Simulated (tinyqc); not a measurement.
## FinFET, parasitic resistance, capacitance and delay: effect of the relative permittivity of the spacer

Nf fins under one contact; each has gated perimeter p = 2 Hf + Wf and cross-section A = Hf Wf; contact width Wc = Nf pf, stack height Hs = Hf. Contact length Lc = CPP - Lg - 2 Lsp, shared by two neighbouring gates. Source and drain sides are equal. The formulas are first-order estimates, not field solutions.

Epitaxy sheet resistance Rsh = re/te, transfer length LT = sqrt(rc/Rsh), contact Rc = [sqrt(rc Rsh)/Wc] coth(Lc/(2 LT)); extension of one fin Rx = rx Lsp/A. With N fins: gate Cg = Cinv p N Lg; per side, plate Cp = ks eps0 [Wc (Hs + Hc) - N A]/Lsp, top fringe Cf = (2/pi) ks eps0 Wc ln(1 + Lg/(2 Lsp)), overlap Co = Cinv p N Lov. One fin: I = p Q vx u/(1 + |u|^1.8)^(1/1.8), Q = Cinv n Vt ln(1 + exp((Vg' - VT + dl Vd')/(n Vt))), u = Vd' mu/(vx Lg), Vg' = Vgs - v, Vd' = Vds - 2 v, with the drop on each side v = Rc (sum of I) + Rx I. Ieff = [I(Vgs = Vdd, Vds = Vdd/2) + I(Vdd/2, Vdd)]/2, total currents. With Cs = Cp + Cf + Co, the load of an inverter of two such devices driving an equal one is CL = 2 (Cg + 2 Cs) + 4 Cs + Cw (own drains counted twice for the Miller effect); delay CL Vdd/(2 Ieff).

Parameters, values chosen for the exercise; values close to those of silicon logic devices:
- T = 300 K (temperature)
- Nf = 2 (number of fins)
- Hf = 60 nm (fin height)
- Wf = 5 nm (fin width)
- pf = 24 nm (fin pitch)
- CPP = 42 nm (contacted gate pitch)
- Lg = 16 nm (gate length)
- Lsp = 4 nm (spacer length)
- Hc = 20 nm (gate height above the channel stack)
- rc = 7.1e-10 ohm cm^2 (contact resistivity)
- re = 0.00028 ohm cm (resistivity of the source-drain epitaxy)
- te = 20 nm (current-carrying depth of the epitaxy)
- rx = 0.0006 ohm cm (resistivity of the extension)
- Lov = 1.5 nm (gate overlap)
- Cinv = 3.4 uF/cm^2 (inversion capacitance)
- vx = 1e7 cm/s (injection velocity)
- mu = 270 cm^2/(V s) (apparent mobility)
- VT = 0.21 V (threshold at zero drain voltage)
- dl = 0.039 V/V (barrier lowering)
- n = 1.13 (subthreshold factor)
- Cw = 0.33 fF (wire load)
- Vdd = 0.8 V (supply voltage)

Constants: q = 1.602176634e-19 C, kB = 1.380649e-23 J/K, eps0 = 8.8541878128e-12 F/m, Vt = kB T/q. Results are converted to the units shown.

The same in every row: Rc (ohm) = 173.0; Rx/N (ohm) = 40.00; Ieff (uA) = 285.0.

Effect of the relative permittivity of the spacer:
```
ks,CL (aF),delay (ps)
1,763.8,1.072
2,823.5,1.156
3,883.3,1.240
4,943.0,1.323
5.5,1033,1.449
7,1122,1.575
```

What does the comparison show?

As ks goes from 1 to 7, Ieff stays at 285 uA, CL rises from 764 to 1120 aF and the delay rises from 1.07 to 1.58 ps.

Numbers from tinyqc (`OMP_NUM_THREADS=1 python tinyqc.py 2170129 2170130 out.jsonl`; about 0.04 s on one thread of a shared Intel Xeon 2.30GHz).
